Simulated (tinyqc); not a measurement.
Inside a calculation. Model: implant damage, amorphisation by cascade overlap, and solid-phase epitaxial regrowth. Computed by tinyqc, a small Python program that keeps every step. Command: `OMP_NUM_THREADS=1 python tinyqc.py 3111046 3111047 out.jsonl sper walk`. One thread of a shared host (Intel(R) Xeon(R) Processor @ 2.30GHz), about 0.01 s of CPU time with the checks. Intermediate numbers are printed to about 5 digits and carried at full precision; extremes and crossings named in words are read from the listed rows.

Range and width of the damage are inputs. Dynamic annealing enters only through the surviving share f.

Inputs (values chosen for the exercise, modelled on arsenic ions in germanium):
```
quantity,value,unit
atomic density N,44.2,1/nm^3
ion Z1,33,-
ion mass M1,74.9,u
target Z2,32,-
target mass M2,72.63,u
ion energy E,58,keV
displacement energy E_d,14,eV
depth of the damage peak R_d,23,nm
width of the damage profile s_d,11,nm
share of defects that survive f,0.88,-
critical displaced share x_c,0.18,-
dose Q,4.4e+14,1/cm^2
overlaps needed n,3,-
area amorphised by one track A_i,4.4,nm^2
regrowth prefactor v0,3.1e+16,nm/s
regrowth energy E_a,2.14,eV
anneal temperature,353,C
rate relative to (100),0.33,-
peak enhancement by the dopant,6.2,-
ramp rate,1.1,K/s
```

Constants: a_0 = 0.529177210903 angstrom; e^2/(4 pi eps_0) = 14.39964548 eV angstrom; k_B = 8.617333262e-05 eV/K.

## Damage energy and displacements per ion

Robinson partition: eps = E a M2/(Z1 Z2 (e^2/(4 pi eps_0)) (M1 + M2)), a = 0.8853 a_0/sqrt(Z1^(2/3) + Z2^(2/3)); k = 0.0793 Z1^(2/3) Z2^(1/2) (M1 + M2)^(3/2)/((Z1^(2/3) + Z2^(2/3))^(3/4) M1^(3/2) M2^(1/2)); damage energy T_d = E/(1 + k (eps + 0.40244 eps^(3/4) + 3.4008 eps^(1/6))); displacements nu = 0.8 T_d/(2 E_d).

reduced energy eps = 0.19493

k = 0.15614

damage energy T_d = 39.912 keV

T_d/E = 0.68813

displacements per ion nu = 1140.3

31 % of the energy goes to electrons.

## The amorphous layer

Displaced share x(z) = f nu Q exp(-(z - R_d)^2/(2 s_d^2))/(sqrt(2 pi) s_d N); the layer is amorphous where x > x_c, between R_d -/+ s_d sqrt(2 ln(x_max/x_c)), the upper edge being cut at the surface. Threshold dose Q_c = Q x_c/x_max.

peak displaced share x_max = 3.6229

threshold dose Q_c = 2.1861e+13 1/cm^2

upper edge = 0 nm

lower edge = 49.954 nm

The layer reaches the surface. Caution: x above 1 counts atoms displaced more than once.

## Damage left below the interface

Displaced atoms per area beyond the lower edge z2: f nu Q (1/2) erfc((z2 - R_d)/(sqrt2 s_d)); they are not removed by regrowth.

share of the damage beyond z2 = 0.0071361

displaced atoms beyond z2 = 3.1508e+15 1/cm^2

## Layer against dose

The formulas are those given above.

Dose series; the last column is f nu Q erfc((z2 - R_d)/(sqrt2 s_d))/2:
```
Q (1/cm^2),x_max,upper edge (nm),lower edge (nm),displaced atoms beyond z2 (1/cm^2)
2.40e+13,0.1976,18.247,27.753,8.0158e+15
3.28e+13,0.2701,13.091,32.909,6.0511e+15
5.47e+13,0.4504,8.102,37.898,4.8198e+15
8.74e+13,0.7196,4.687,41.313,4.2076e+15
1.53e+14,1.2598,1.300,44.700,3.7256e+15
2.62e+14,2.1573,0.000,47.516,3.3956e+15
5.47e+14,4.5040,0.000,50.914,3.0632e+15
1.09e+15,8.9750,0.000,53.758,2.8283e+15
```

A dose 45 times larger moves the lower edge from 27.8 to 53.8 nm, as the root of a logarithm, and the damage beyond it falls by a factor 2.8, since the edge lies on an ever steeper tail. The layer reaches the surface at Q_c exp(R_d^2/(2 s_d^2)) = 1.95e14 per cm^2.

## Overlap model

Gibbons model: a point turns amorphous after n + 1 hits; with y = A_i Q the amorphous share is 1 - exp(-y) sum_(k=0..n) y^k/k!. Doses are set by y.

Amorphous share:
```
y,Q (1/cm^2),direct impact (n = 0),given n
0.1,2.2727e+12,0.09516,3.8468e-06
0.3,6.8182e+12,0.25918,2.6581e-04
0.6,1.3636e+13,0.45119,3.3581e-03
1.0,2.2727e+13,0.63212,1.8988e-02
2.0,4.5455e+13,0.86466,1.4288e-01
3.0,6.8182e+13,0.95021,3.5277e-01
5.0,1.1364e+14,0.99326,7.3497e-01
8.0,1.8182e+14,0.99966,9.5762e-01
```

At small y the share grows as y^4; between the first rows the exponent is 3.86.

## Isothermal regrowth

v = v0 x orientation factor x exp(-E_a/(k_B T)) x [1 + (enhancement - 1) exp(-(z - R_d)^2/(2 s_d^2))], T = anneal temperature + 273.15 K; the dopant is taken to follow the damage profile; the lower front moves from the lower edge z2 to the surface, or to the middle (z1 + z2)/2 of a buried layer with upper edge z1; time = int dz/v; the equivalent undoped distance is that time times the undoped velocity.

undoped velocity = 0.061005 nm/s

distance to regrow = 49.954 nm

time without enhancement = 818.84 s

equivalent undoped distance = 16.646 nm

time with enhancement = 272.87 s

The rate doubles for each 11 K or so near this temperature.

## Regrowth during a ramp

On a linear ramp from 200 C regrowth ends at the T_f where int v_undoped dT/(ramp rate) equals the equivalent undoped distance.

temperature at which regrowth ends = 401.44 C

Checks made by the program: tail against quadrature of x(z) N (relative difference below 1e-10).
